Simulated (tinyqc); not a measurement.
Thermionic-field emission through a Schottky barrier, WKB: effect of temperature.

Metal on an n-type semiconductor with one parabolic valley; V > 0 is forward bias (metal positive). Energies E are counted from the conduction edge of the neutral semiconductor, whose Fermi level lies at -xi; that of the metal lies at -xi - V. The barrier is a parabola of height Vd = phi - xi - V (depletion approximation, no image force).

Nc = 2 (2 pi me m0 kB T/h^2)^1.5 (times 1e-6 for cm^-3); Nd = Nc F12(-xi/Vt), F12(x) = (2/sqrt(pi)) int_0^infinity sqrt(u)/(1 + exp(u - x)) du; E00 = (hbar/2) sqrt(Nd/(me m0 eps0 eps_r)) in SI units (volts). For E < Vd, ln T(E) = -(Vd/E00) [sqrt(1 - y) - y ln((1 + sqrt(1 - y))/sqrt(y))], y = E/Vd; T(E) = 1 above. J = A* T (q/kB) int_0^infinity T(E) N(E) dE, N = ln[(1 + exp((-xi - E)/Vt))/(1 + exp((-xi - V - E)/Vt))], A* = 4 pi q me m0 kB^2/h^3 (times 1e-4 for A/(cm^2 K^2)). The integral is converged to the digits shown; the share over the barrier is that of E > Vd, and 0 means below 1e-6 %. phi is held fixed. By a common rule of thumb, E00/Vt below 0.5 marks thermionic emission, 0.5 to 5 thermionic-field emission and above 5 field emission.

Parameters, values chosen for the exercise; band and dielectric values close to those of In0.53Ga0.47As:
- me = 0.0414 m0 (electron mass)
- eps_r = 13.9 (relative permittivity)
- phi = 0.44 eV (barrier height seen from the metal)
- Nd = 8.3e18 cm^-3 (donor density)
- V = 0.21 V (bias)

Constants: q = 1.602176634e-19 C, kB = 1.380649e-23 J/K, eps0 = 8.8541878128e-12 F/m, hbar = 1.054571817e-34 J s, h = 6.62607015e-34 J s, m0 = 9.1093837015e-31 kg, Vt = kB T/q. Results are converted to the units shown.

Effect of temperature:
```
T (K)  E00/Vt  J (A/cm^2)  share over the barrier (%)  mean E/Vd
100     8.182     8.056e5                           0     0.4197
150     5.455     8.273e5                           0     0.4255
200     4.091     8.581e5                     3.71e-5     0.4336
250     3.273     8.985e5                     7.99e-4     0.4439
300     2.727     9.488e5                     6.45e-3     0.4562
400     2.046     1.081e6                      0.0929     0.4863
500     1.636     1.259e6                       0.471     0.5216
```

J rises from 8.06e5 to 1.26e6 A/cm^2, and the mean E/Vd rises from 0.420 to 0.522, as E00/Vt falls from 8.18 (field emission) to 1.64 (thermionic-field emission). Between the first two rows J changes by a factor of 1.03, between the last two by 1.16.

Range of the model: The depletion approximation, a parabolic band and the neglect of image-force lowering make these currents estimates at high doping.

Program tinyqc, `OMP_NUM_THREADS=1 python tinyqc.py 2640043 2640044 out.jsonl`; Intel Xeon 2.30GHz, shared host, one thread, about 0.01 s.
